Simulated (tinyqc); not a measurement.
Inside a calculation. Model: on-chip power grid, static voltage drop by conjugate gradients.

Program tinyqc, `OMP_NUM_THREADS=1 python tinyqc.py 2770147 2770148 out.jsonl`; Intel Xeon 2.30GHz, shared host, one thread, about 0.06 s. Printed values are rounded.

A grid of 3 rows and 4 columns, node k = 4 row + column. Neighbours in a row are joined by Rx, in a column by Ry; pad nodes, which reach the supply through Rp: 0. Each node draws I0, node 9 draws kh I0. The drops u = Vdd - V solve G u = i, with G the conductance matrix (1/Rp added on the diagonal at pad nodes).

Values chosen for this exercise: supply voltage Vdd = 0.75 V; resistance of a horizontal segment Rx = 0.2 ohm; resistance of a vertical segment Ry = 0.61 ohm; resistance from a pad node to the supply Rp = 0.1 ohm; load current of an ordinary node I0 = 4.2 mA; factor on the load at the hot node kh = 3.

## Diagonal of G, loads and first direction

G_kk = sum of the conductances at node k. Start u = 0, so the residual is r = i; p = r.

G_kk (S):
```
          col 0     col 1     col 2     col 3
row 0  16.63934  11.63934  11.63934  6.639344
row 1  8.278689  13.27869  13.27869  8.278689
row 2  6.639344  11.63934  11.63934  6.639344
```

r at the start (mA):
```
       col 0  col 1  col 2  col 3
row 0    4.2    4.2    4.2    4.2
row 1    4.2    4.2    4.2    4.2
row 2    4.2   12.6    4.2    4.2
```

p at the start (mA):
```
       col 0  col 1  col 2  col 3
row 0    4.2    4.2    4.2    4.2
row 1    4.2    4.2    4.2    4.2
row 2    4.2   12.6    4.2    4.2
```

## Iteration 1: conjugate-gradient step

u at the start (mV):
```
       col 0  col 1  col 2  col 3
row 0      0      0      0      0
row 1      0      0      0      0
row 2      0      0      0      0
```

q = G p; a = (r.r)/(p.q); u(new) = u + a p; r(new) = r - a q; b = (r.r)(new)/(r.r); p(new) = r(new) + b p.

q (mA S):
```
           col 0      col 1      col 2    col 3
row 0   42.00000    0.00000    0.00000  0.00000
row 1    0.00000  -13.77049    0.00000  0.00000
row 2  -42.00000   97.77049  -42.00000  0.00000
```

a = 0.3536232 ohm

u after iteration 1 (mV):
```
          col 0     col 1     col 2     col 3
row 0  1.485217  1.485217  1.485217  1.485217
row 1  1.485217  1.485217  1.485217  1.485217
row 2  1.485217  4.455652  1.485217  1.485217
```

r after iteration 1 (mA):
```
           col 0      col 1     col 2    col 3
row 0  -10.65217    4.20000   4.20000  4.20000
row 1    4.20000    9.06957   4.20000  4.20000
row 2   19.05217  -21.97391  19.05217  4.20000
```

b = 4.331149

p after iteration 1 (mA):
```
          col 0     col 1     col 2     col 3
row 0   7.53865  22.39083  22.39083  22.39083
row 1  22.39083  27.26039  22.39083  22.39083
row 2  37.24300  32.59856  37.24300  22.39083
```

## Iteration 2: conjugate-gradient step

As before.

q (mA S):
```
          col 0     col 1     col 2     col 3
row 0  -23.2222   66.2780    0.0000    0.0000
row 1  -24.3478   47.9274  -48.6957    0.0000
row 2   47.5700  -37.6933  121.8309  -74.2609
```

a = 0.3474800 ohm

u after iteration 2 (mV):
```
          col 0     col 1     col 2    col 3
row 0   4.10475   9.26558   9.26558  9.26558
row 1   9.26558  10.95766   9.26558  9.26558
row 2  14.42641  15.78300  14.42641  9.26558
```

r after iteration 2 (mA):
```
          col 0      col 1      col 2     col 3
row 0  -2.58293  -18.83027    4.20000   4.20000
row 1  12.66038   -7.58426   21.12076   4.20000
row 2   2.52255   -8.87626  -23.28161  30.00416
```

b = 1.705136

p after iteration 2 (mA):
```
          col 0     col 1     col 2     col 3
row 0  10.27150  19.34914  42.37940  42.37940
row 1  50.83979  38.89842  59.30017  42.37940
row 2  66.02693  46.70873  40.22277  68.18357
```

## Course of the conjugate-gradient iteration

Stop when |r| is below 1e-9 mA.

Course of the iteration:
```
iteration  largest u (mV)  |r| (mA)
1                4.455652      39.1
2                15.78300      51.0
3                22.90502      31.2
4                24.25383      20.3
5                24.13533      11.1
6                24.17416      5.10
7                24.18388      2.53
8                24.09526      1.20
9                24.08694     0.669
10               24.06090     0.480
11               24.03959     0.117
12               24.03451   < 1e-11
```

Converged in 12 iterations for 12 unknowns; in exact arithmetic the method needs at most 12. The condition number of the matrix is 90.8. Gauss-Seidel sweeps in node order need 466 to reach the same residual.

## Worst drop, pad currents and power lost

converged u (mV):
```
          col 0     col 1     col 2     col 3
row 0   5.88000  12.82299  16.75255  18.53970
row 1  18.00989  19.45193  20.72492  21.42850
row 2  23.17954  24.03451  23.87196  23.90123
```

Pad current u/Rp; worst drop as a share of Vdd; power lost in the grid and pads sum_k i_k u_k; power delivered sum_k i_k (Vdd - u_k).

worst drop = 24.03451 mV
share of Vdd = 3.204601 %
pad currents (mA): node 0 58.8
power lost = 1.162000 mW
power delivered = 42.93800 mW

The pad currents add up to the total load, 58.80 mA. The worst drop is at node 9; the hot node is 9.
